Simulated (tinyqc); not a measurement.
Spherical quantum dot: sweeps and comparisons. A value that a table varies takes the place of the one given here.

A sphere of radius R, isotropic masses, c = hbar^2/2m0, k = sqrt(mw E/c), kappa = sqrt(mb (V0 - E)/c). State n l is the spherical Bessel function j_l(k r) inside and k_l(kappa r) outside; psi and psi'/m are continuous: (k/mw) j_l'(kR)/j_l(kR) = (kappa/mb) k_l'(kappa R)/k_l(kappa R). For l = 0 this reads kR cot(kR) = 1 - (mw/mb)(1 + kappa R).

With hard walls E = c (x/R)^2/mw, x a zero of j_l: 1s 3.141593; 2s 6.283185; 1p 4.493409; 2p 7.725252; 1d 5.763459; 2d 9.095011; 1f 6.987932; 2f 10.417119.

Constants: hbar^2/2m0 = 3.80998211 eV angstrom^2.

Values chosen for the exercise (near those of an InGaAs dot in InAlAs; shifted at random, so the results belong to these values and not to a real crystal):
- V0 = 0.525 eV (barrier height)
- mw = 0.0419 m0 (mass inside)
- mb = 0.0745 m0 (mass outside)
- Rs = (35, 50, 71, 101, 141, 202, 283) angstrom (radii)
- R = 101 angstrom (radius)

## Radius

The two lowest states against R; a dash marks an unbound state.

Levels (eV):

| R (angstrom) | 1s | 1p | 1s, hard walls | flat well of width 2R |
|---|---|---|---|---|
| 35 | 0.2939 | - | 0.7326 | 0.0819 |
| 50 | 0.1855 | 0.3755 | 0.3590 | 0.0494 |
| 71 | 0.1106 | 0.2263 | 0.1780 | 0.0287 |
| 101 | 0.0626 | 0.1283 | 0.0880 | 0.0160 |
| 141 | 0.0353 | 0.0723 | 0.0451 | 0.0089 |
| 202 | 0.0185 | 0.0379 | 0.0220 | 0.0047 |
| 283 | 0.0099 | 0.0203 | 0.0112 | 0.0025 |

What does this show?

The lowest state is bound at every radius listed. 1p becomes bound between 35 and 50 angstrom. At the largest radius the level is 0.88 of the hard-wall value and 3.99 times that of the flat well (the hard-wall ratio is 4.00); the exponent d ln E/d ln R between the last two radii is -1.85.

## Shape and dimension

Lowest level with hard walls: film c (pi/2R)^2/mw, cylinder c (2.404826/R)^2/mw, sphere c (pi/R)^2/mw, square or cube of side a: 2 or 3 times c (pi/a)^2/mw; c = hbar^2/2m0. Finite barriers V0 with outer mass mb and psi, psi'/m continuous for film, cylinder and sphere (not separable for the square and the cube: dash).

Lowest level (eV):

| shape | hard walls | finite barrier |
|---|---|---|
| film, width 2R | 0.0220 | 0.0160 |
| cylinder, radius R | 0.0516 | 0.0371 |
| square wire of equal area | 0.0560 | - |
| sphere, radius R | 0.0880 | 0.0626 |
| cube of equal volume | 0.1016 | - |

What does this show?

With hard walls the levels of film, cylinder and sphere stand as 1 : 2.34 : 4.00; with the finite barrier as 1 : 2.32 : 3.92. The square lies 8.6 % above the circle of equal area and the cube 15.5 % above the sphere of equal volume: round shapes give the lowest level for a given size.

## What each parameter does

The lowest level 1s and its distance to V0. Each row changes one parameter from the base and keeps the others.

Results:

| case | E (eV) | V0 - E (eV) | k R |
|---|---|---|---|
| base | 0.0626 | 0.4624 | 2.6510 |
| R = 111 angstrom | 0.0534 | 0.4716 | 2.6907 |
| V0 = 0.446 eV | 0.0609 | 0.3851 | 2.6144 |
| mw = 0.0461 m0 | 0.0587 | 0.4663 | 2.6925 |
| mb = 0.0931 m0 | 0.0601 | 0.4649 | 2.5976 |

What can be read from the table?

The largest shifts from the base row, up to three for each result and ties (the steps differ in size, so this ranks the rows, not the parameters). E (eV): R -0.0092, mw -0.0039, mb -0.0025. V0 - E (eV): V0 -0.0773, R +0.0092, mw +0.0039. k R: mb -0.0534, mw +0.0414, R +0.0396.

tinyqc: `OMP_NUM_THREADS=1 python tinyqc.py 1252172 1252173 out.jsonl`; about 0.05 s, one thread, shared Intel(R) Xeon(R) Processor @ 2.30GHz.
